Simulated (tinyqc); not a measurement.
What a faster ramp buys: rapid thermal processing of a wafer: radiative balance, ramp and cooling, pattern effects, pyrometer error and spike budget. Computed by tinyqc, a small Python program. Command: `OMP_NUM_THREADS=1 python tinyqc.py 3112266 3112267 out.jsonl rtp walk`. One thread of a shared host (Intel(R) Xeon(R) Processor @ 2.30GHz), about 0.04 s of CPU time with the checks.

The wafer is opaque and uniform through its thickness unless said otherwise; temperatures in formulas are in kelvin (C + 273.15). sigma = 5.670374419e-12 W/(cm^2 K^4).

Inputs (values chosen for the exercise, modelled on a hot silicon wafer):

| quantity | value | unit |
|---|---|---|
| wafer thickness d | 625 | micrometre |
| heat capacity per volume C | 2.28 | J/(cm^3 K) |
| thermal conductivity k | 0.28 | W/(cm K) |
| emissivity eps of each face | 0.57 | - |
| reflectivity of the chamber walls r | 0.36 | - |
| gas heat-transfer coefficient h, both faces together | 1.8 | mW/(cm^2 K) |
| wall temperature T_w | 500 | K |
| process temperature | 918 | C |
| starting temperature | 450 | C |
| ramp rate | 61 | K/s |
| activation energy of the process E_a | 2.7 | eV |

Constants: k_B = 8.617333262e-05 eV/K.

Method:
- Effective emissivity between parallel grey plates: eps_eff = 1/(1/eps + 1/(1 - r) - 1). Loss per area q(T) = 2 eps_eff sigma (T^4 - T_w^4) + h (T - T_w).
- Absorbed power during a ramp = q(T) + C d x ramp rate; thermal time constant tau = C d/(dq/dT), dq/dT = 8 eps_eff sigma T^3 + h; natural cooling rate q/(C d); front-to-back difference under one-sided heating at the end of the ramp = (absorbed power) d/(2 k).
- Cooling with the lamps off: C d dT/dt = -q(T), integrated adaptively (relative tolerance 1e-10).
- Spike anneal: linear ramp to the peak, then lamps off. Equivalent time at the peak = int exp(-(E_a/k_B)(1/T - 1/T_peak)) dt; estimate (k_B T^2/E_a)(1/ramp rate + 1/cooling rate). The ramp part uses 4000 trapezoid steps, the cooling part 4000 steps over 4 tau.

time constant tau = 4.08427 s

holding power q = 10.7919 W/cm^2

natural cooling rate = 75.7328 K/s

Against the ramp rate:

| ramp (K/s) | ramp part (s) | cooling part (s) | total (s) | power at the peak (W/cm^2) |
|---|---|---|---|---|
| 10 | 4.2183 | 0.64147 | 4.8598 | 12.22 |
| 25 | 1.6873 | 0.64147 | 2.3288 | 14.35 |
| 50 | 0.8437 | 0.64147 | 1.4851 | 17.92 |
| 100 | 0.4218 | 0.64147 | 1.0633 | 25.04 |
| 250 | 0.1687 | 0.64147 | 0.8102 | 46.42 |
| 500 | 0.0844 | 0.64147 | 0.7258 | 82.04 |
| 1000 | 0.0422 | 0.64147 | 0.6837 | 153.29 |

What follows from these numbers?

From 10 to 100 K/s the total falls by a factor 4.6, from 100 to 1000 K/s by 1.56: the cooling part, 0.641 s, is a floor, and the natural cooling rate here is 75.7 K/s.

Extremes, crossings and ranges named in words are read from the listed rows.
